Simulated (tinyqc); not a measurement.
# Tunnelling through a two-layer gate stack, WKB transmission and Tsu-Esaki current: what changes with what

Electrons leave the emitter at x = 0. Energies E (motion across the layers) are in eV from the emitter Fermi level; the collector Fermi level lies at -V and offers states at every E. No charge in the dielectric and no image force: F1 = V/(t1 + t2 eps1/eps2), F2 = F1 eps1/eps2; U = phi1 - F1 x in layer 1 and phi2 - F1 t1 - F2 (x - t1) in layer 2. With C = hbar^2/(2 m0), kappa = sqrt(m (U - E)/C) where U > E and 0 elsewhere; T(E) = exp(-S), S = 2 times the integral of kappa over x.

Values chosen for this exercise; layer 1 close to silicon dioxide, layer 2 close to hafnium oxide: temperature T = 400 K; Fermi energy of the emitter above its band bottom Ef = 0.15 eV; emitter mass in the supply function me = 1 m0; barrier of layer 1 above the emitter Fermi level at zero bias phi1 = 3.07 eV; tunnelling mass of layer 1 m1 = 0.51 m0; thickness of layer 1 t1 = 1 nm; relative permittivity of layer 1 eps1 = 4.05; barrier of layer 2 at zero bias phi2 = 1.54 eV; tunnelling mass of layer 2 m2 = 0.2 m0; thickness of layer 2 t2 = 2.1 nm; relative permittivity of layer 2 eps2 = 21; voltage across the dielectric V = 1.1 V.

Constants: q = 1.602176634e-19 C, kB = 1.380649e-23 J/K, hbar = 1.054571817e-34 J s, m0 = 9.1093837015e-31 kg, Vt = kB T/q, hbar^2/(2 m0) = 0.0380998212 eV nm^2. Results are converted to the units shown.

Each table varies one quantity; the others keep the values above.

## Effect of the barrier height

Each layer adds (2/F) sqrt(m/C) [G(u at its left edge) - G(u at its right edge)] to S, with u = U - E (0 where negative) and G(u) = (2/3) u^1.5. J = J0 times the integral of T(E) N(E) dE, N = ln[(1 + exp(-E/Vt))/(1 + exp((-E - V)/Vt))], J0 = q^2 me m0 kB T/(2 pi^2 hbar^3) (times 1e-4 for A/cm^2 per eV), from E = -Ef to far above the barrier (T = 1 there), by quadrature converged to the digits shown.

Results:
```
phi1 (eV)  S at E = 0  T(E = 0)  J (A/cm^2)  mean E of the current (eV)
1.5             15.09  2.807e-7       31.45                    -0.04751
1.79            16.05  1.073e-7       12.24                    -0.04981
2.07            16.88  4.662e-8       5.387                    -0.05131
2.36            17.67  2.114e-8       2.469                    -0.05247
2.64            18.38  1.040e-8       1.226                    -0.05335
2.93            19.07  5.226e-9      0.6203                    -0.05408
3.5             20.32  1.504e-9      0.1806                    -0.05519
```

Estimate the missing row, phi1 = 3.21 eV.

Computed row:
```
phi1 (eV)  S at E = 0  T(E = 0)  J (A/cm^2)  mean E of the current (eV)
3.21            19.70  2.789e-9      0.3331                    -0.05467
```

With this row back in the table: J falls from 31.5 to 0.181 A/cm^2, on average 1.12 decades for each eV, while S rises from 15.1 to 20.3.

## Current against voltage

Same model as above.

Current against voltage:
```
V (V)  S at E = 0   T(E = 0)  J (A/cm^2)  mean E of the current (eV)
0.2         23.93  4.051e-11    0.005360                    -0.06386
0.49        22.63  1.479e-10     0.01934                    -0.06261
0.77        21.26  5.866e-10     0.07408                    -0.05995
1.06        19.63   2.973e-9      0.3571                    -0.05534
1.35        17.66   2.143e-8       2.399                    -0.04286
1.64        14.60   4.566e-7       40.13                    -0.02037
1.92        12.10   5.544e-6       568.2                    -0.04806
2.21        11.00   1.668e-5        2526                    -0.07149
2.5         10.73   2.194e-5        3820                    -0.07771
```

J rises from 0.00536 to 3820 A/cm^2, by 1.92 decades a volt between the first two rows and 0.620 between the last two. From V = 1.64 V on (among the rows) a band edge falls below the emitter Fermi level, so electrons at E = 0 no longer cross the full thickness. In 4 of the 9 rows the field exceeds 10 MV/cm (up to 17.8), more than most dielectrics sustain; the model ignores breakdown.

## Effect of the thickness t1 at fixed voltage

Same model as above.

Effect of the thickness t1 at fixed voltage:
```
t1 (nm)  S at E = 0   T(E = 0)  J (A/cm^2)  mean E of the current (eV)
0.6           15.06   2.895e-7       36.78                    -0.05999
0.77          16.87   4.697e-8       5.797                    -0.05761
0.94          18.73   7.359e-9      0.8842                    -0.05523
1.11          20.61   1.125e-9      0.1319                    -0.05283
1.29          22.61  1.512e-10     0.01730                    -0.05023
1.46          24.52  2.243e-11    0.002512                    -0.04771
1.63          26.44  3.293e-12    3.616e-4                    -0.04511
1.8           28.37  4.800e-13    5.174e-5                    -0.04240
```

Read the table: what changes, and by how much?

J falls from 36.8 to 5.17e-5 A/cm^2: 4.72 decades a nanometre between the first two rows and 4.97 between the last two. The exponent S alone gives dS/dt/ln 10 = 4.65 and 4.92. In 1 of the 8 rows the field exceeds 10 MV/cm (up to 10.9), more than most dielectrics sustain; the model ignores breakdown. In 2 of the 8 rows a layer is thinner than 0.8 nm, a few atomic planes, where an effective mass is a rough description.

Computed by the program tinyqc: `OMP_NUM_THREADS=1 python tinyqc.py 2540084 2540085 out.jsonl`, one thread of a shared Intel Xeon 2.30GHz, about 0.04 s for the whole run.
